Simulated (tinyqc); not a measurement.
Convergence with cell size: Koster-Slater impurity in a tight-binding band, by Green functions and by supercells. Computed by tinyqc, a small Python program. Command: `OMP_NUM_THREADS=1 python tinyqc.py 3018313 3018314 out.jsonl kosterslater walk`. One thread of a shared host (Intel(R) Xeon(R) Processor @ 2.30GHz), about 0.02 s of CPU time with the checks.

One orbital per site, e(k) = -2 t sum cos(k_i) over 1 direction(s), band from -2 t to 2 t, lattice constant 1. One site has the extra energy U. Spin is left out.

Inputs (values chosen for the exercise, for a model band): hopping t = 0.76 eV; impurity potential U = -0.617 eV.

Lattice: chain.

Method:
- Outside the band G0(E) = sign(E)/sqrt(E^2 - 4 t^2).
- A bound state solves 1/U = G0(E).
- Bisection in ln(distance from the edge) between 1e-5 t and |U| + t. Weight on the impurity site: -1/(U^2 dG0/dE), by a central difference with step min(1e-4 t, distance/30). Decay length along an axis: 1/arccosh(1 + distance/(2 t)).
- In a periodic cell of N sites along each direction with Bloch vector K, the level solves 1/U = N^-d sum_k 1/(E - e(k)), k_i = (2 pi m_i + K_i)/N, m_i = 0..N-1; the outermost root on the side of U is taken (bisection). d is the number of directions. Gamma means K_i = 0, the zone corner K_i = pi, the quarter point K_i = pi/2.
- Even N; errors against the isolated level E_b, set to 0 below 1e-6 t.

level E_b = -1.64045 eV

decay length = 2.52827 sites

Error of the level (eV):

| N | sites | Gamma | corner | quarter point |
|---|---|---|---|---|
| 4 | 4 | -7.9099e-02 | 2.1375e-01 | 2.4727e-02 |
| 6 | 6 | -3.5617e-02 | 6.6426e-02 | 4.3101e-03 |
| 8 | 8 | -1.6919e-02 | 2.4727e-02 | 8.4388e-04 |
| 12 | 12 | -3.8020e-03 | 4.3101e-03 | 3.5040e-05 |
| 16 | 16 | -8.1376e-04 | 8.4388e-04 | 1.4786e-06 |
| 24 | 24 | -3.4954e-05 | 3.5040e-05 | 0 |

What follows from these numbers?

The error at Gamma falls exponentially, between the last two resolved rows by exp(-0.393) per site against 1/(decay length) = 0.396. Gamma and the corner err in opposite directions. Among the sizes listed an error below 1 meV is first reached at N = 16 at Gamma; at the quarter point N = 8 is enough.

Extremes, crossings and ranges named in words are read from the listed rows.
